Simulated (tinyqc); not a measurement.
# A stack of flat layers between unequal leads with mass mismatch, transfer matrices: effects of single changes

One electron of energy E comes from the left lead (band edge 0); no transverse momentum. Parabolic bands, masses in units of m0, C = hbar^2/(2 m0); psi and psi'/m are continuous at every interface. The layers follow each other from left to right, then the right lead.

Parameters, values chosen for the exercise; masses and band edges of a made-up stack:

| symbol | value | unit | meaning |
|---|---|---|---|
| mL | 0.22 | m0 | mass in the left lead |
| U | [1.44, 2.86, 1.81, 0.06] | eV | band edges of the layers, left to right |
| m | [0.38, 0.38, 0.27, 0.31] | m0 | masses of the layers |
| d | [0.3, 0.3, 0.4, 0.3] | nm | widths of the layers |
| UR | -0.65 | eV | band edge of the right lead |
| mR | 0.37 | m0 | mass in the right lead |
| E | 6.085 | eV | electron energy |

Constants: q = 1.602176634e-19 C, hbar = 1.054571817e-34 J s, m0 = 9.1093837015e-31 kg, hbar^2/(2 m0) = 0.0380998212 eV nm^2. Results are converted to the units shown.

Each table varies one quantity; the others keep the values above.

## Effect of the right lead

For the pair (psi, psi'/m) a flat layer has M = [[cos kd, (m/k) sin kd], [-(k/m) sin kd, cos kd]] with k = sqrt(m (E - U)/C) above its edge U, and M = [[cosh Kd, (m/K) sinh Kd], [(K/m) sinh Kd, cosh Kd]] with K = sqrt(m (U - E)/C) below it. The matrices are multiplied with later layers to the left. With M acting on (psi, psi'/m) and v = k/m in each lead, T(E) = 4 vL vR/[(vL vR M12 - M21)^2 + (vR M11 + vL M22)^2]. The layers inside are not moved.

Results:
```
UR (eV)	vR (1/nm)	T(E)	bare step 4 vL vR/(vL + vR)^2
-4.1	26.88	0.9580	1.000
-1.364	22.99	0.9611	0.9937
0.004	20.77	0.9566	0.9833
1.372	18.28	0.9438	0.9633
2.74	15.40	0.9150	0.9257
4.108	11.84	0.8484	0.8484
5.476	6.573	0.6427	0.6306
```

Estimate the missing row, UR = -2.732 eV.

Computed row:
```
UR (eV)	vR (1/nm)	T(E)	bare step 4 vL vR/(vL + vR)^2
-2.732	25.01	0.9609	0.9986
```

With this row back in the table: T(E) goes from 0.958 through a maximum of 0.961 (at UR = -1.364 eV among the rows listed) to 0.643, while the bare step between the leads falls from 1.00 to 0.631 (it is 1 where vR equals vL = 26.9 1/nm). The largest T(E) among the rows, 0.9611, is at UR = -1.364 eV. In every row a layer is thinner than 0.8 nm, a few atomic planes, where an effective mass is a rough description.

## Transmission against energy

Same model as above.

The last column is exp(-2 sum K d) over the layers with U > E.

Result of one run:
```
E (eV)	T(E)	exp(-2 sum K d)
0.328	0.0010069	4.9748e-4
```

What becomes of these results when the electron energy E is changed from 0.328 to 7.38 eV, all else the same?

Result of the changed run:
```
E (eV)	T(E)	exp(-2 sum K d)
7.38	0.88443	1.0000
```

The whole series:
```
E (eV)	T(E)	exp(-2 sum K d)
0.328	0.0010069	4.9748e-4
0.969	0.0074682	0.0028536
1.61	0.041065	0.046377
2.251	0.18988	0.22793
2.892	0.58098	1.0000
3.533	0.90861	1.0000
4.175	0.98702	1.0000
4.816	0.99934	1.0000
5.457	0.99133	1.0000
6.098	0.95865	1.0000
6.739	0.91580	1.0000
7.38	0.88443	1.0000
```

T(E) runs from 0.00101 at 0.328 eV to 0.884 at 7.38 eV; among the rows its largest value is 0.999 at 4.816 eV. In every row a layer is thinner than 0.8 nm, a few atomic planes, where an effective mass is a rough description.

Range of the model: Masses are held fixed, although real bands cease to be parabolic a few tenths of an eV from their edges (inside a barrier too).

Program tinyqc, `OMP_NUM_THREADS=1 python tinyqc.py 2560039 2560040 out.jsonl`; Intel Xeon 2.30GHz, shared host, one thread, about 0.01 s.
